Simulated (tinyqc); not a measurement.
# ESD clamp with bipolar snapback, compact model and design window: effects of single changes

The drain junction multiplies the current that enters it: Igen = (M - 1)(Ic + I0), M = 1/(1 - (Vj/BV)^n). The generated holes leave through the substrate resistance and the base of the parasitic npn: Igen = Vb/Rb + Ic/be, Ic = Is exp(Vb/Vt). Terminal current I = Ic + I0 + Igen and voltage V = Vj + I Ro, per width. Isothermal, constant gain.

Values chosen for this exercise; values close to those of grounded-gate n-channel clamps:
- T = 300 K (temperature)
- BV = 8.6 V (junction breakdown voltage)
- n = 4.5 (exponent of the multiplication)
- be = 2 (current gain of the parasitic npn)
- Is = 3.2e-18 A/um (saturation current)
- I0 = 8.5e-11 A/um (junction leakage)
- Rb = 8800 ohm um (substrate resistance)
- Ro = 110 ohm um (drain ballast and contact resistance)
- It2 = 9.9 mA/um (failure current for 100 ns)

Constants: q = 1.602176634e-19 C, kB = 1.380649e-23 J/K, Vt = kB T/q. Results are converted to the units shown.

Each table varies one quantity; the others keep the values above.

## Effect of the current gain of the parasitic npn

For given Vb: Ic, Igen, M = 1 + Igen/(Ic + I0), Vj = BV (1 - 1/M)^(1/n), I and V. Vt1 is the maximum of V along the curve, Vh the following minimum, Vt2 the voltage at I = It2. It1 and Ih are the currents at Vt1 and Vh.

Results:
```
be,Vt1 (V),It1 (uA/um),Vh (V),Ih (uA/um),Vt2 (V),Vt2 - Vt1 (V)
1,8.607,64.67,7.632,1140,8.478,-0.1285
2.9,8.607,64.66,6.765,1780,7.487,-1.120
4.9,8.607,64.65,6.303,2176,6.951,-1.656
8.2,8.607,64.65,5.869,2617,6.439,-2.168
14,8.607,64.65,5.463,3126,5.947,-2.660
24,8.607,64.65,5.114,3680,5.511,-3.095
40,8.607,64.65,4.844,4223,5.164,-3.443
```

Estimate the missing row, be = 1.7.

Computed row:
```
be,Vt1 (V),It1 (uA/um),Vh (V),Ih (uA/um),Vt2 (V),Vt2 - Vt1 (V)
1.7,8.607,64.66,7.224,1433,8.013,-0.5941
```

With this row back in the table: As be goes from 1 to 40, Vt1 stays near 8.61 V, It1 stays near 64.7 uA/um, Vh falls from 7.63 to 4.84 V and Vt2 falls from 8.48 to 5.16 V. Vt2 exceeds Vt1, the condition for all fingers to turn on, in 0 of the 8 rows. A higher gain needs less multiplication to hold, so Vh falls.

## Effect of the drain ballast and contact resistance

Same model as above.

Effect of the drain ballast and contact resistance:
```
Ro (ohm um),Vt1 (V),It1 (uA/um),Vh (V),Ih (uA/um),Vt2 (V),Vt2 - Vt1 (V)
30,8.602,60.64,6.924,3035,7.065,-1.537
52,8.603,62.34,6.982,2277,7.283,-1.320
92,8.606,64.11,7.059,1685,7.679,-0.9267
160,8.610,65.83,7.157,1255,8.352,-0.2579
280,8.618,67.59,7.285,926.9,9.540,0.9221
490,8.632,69.38,7.450,680.7,11.62,2.987
860,8.658,71.25,7.663,495.4,15.28,6.624
1500,8.705,73.22,7.930,358.3,21.62,12.91
```

As Ro goes from 30 to 1500 ohm um, Vt1 rises from 8.60 to 8.70 V, It1 rises from 60.6 to 73.2 uA/um, Vh rises from 6.92 to 7.93 V and Vt2 rises from 7.07 to 21.6 V. Vt2 exceeds Vt1, the condition for all fingers to turn on, in 4 of the 8 rows. Ballast buys uniform turn-on with a higher clamping voltage.

## Failure current against pulse length

Power to failure goes as 1/t for pulses shorter than ta = 17 ns (adiabatic) and as 1/sqrt(t) beyond: Pf = P100 sqrt(100 ns/t) for t > ta and Pf(ta) ta/t below, with P100 = Vt2 It2 at 100 ns. The failure current solves V I = Pf on the curve (I(Vb), V(Vb)).

Failure current against pulse length:
```
t (ns),Pf (mW/um),failure current (mA/um),V at failure (V),energy (nJ/um)
1,3207,142.8,22.45,3.207
2,1604,93.93,17.07,3.207
5,641.4,51.63,12.42,3.207
10,320.7,31.43,10.20,3.207
20,173.9,19.54,8.902,3.479
50,110.0,13.37,8.231,5.500
100,77.79,9.900,7.857,7.779
200,55.00,7.259,7.577,11.00
500,34.79,4.751,7.323,17.39
```

The failure current falls from 143 to 4.75 mA/um, as t^(-0.60) at the start and t^(-0.46) at the end, more slowly than the power since V rises with I. The voltage at failure falls from 22.5 to 7.32 V.

Numbers from tinyqc (`OMP_NUM_THREADS=1 python tinyqc.py 2670044 2670045 out.jsonl`; about 0.01 s on one thread of a shared Intel Xeon 2.30GHz).
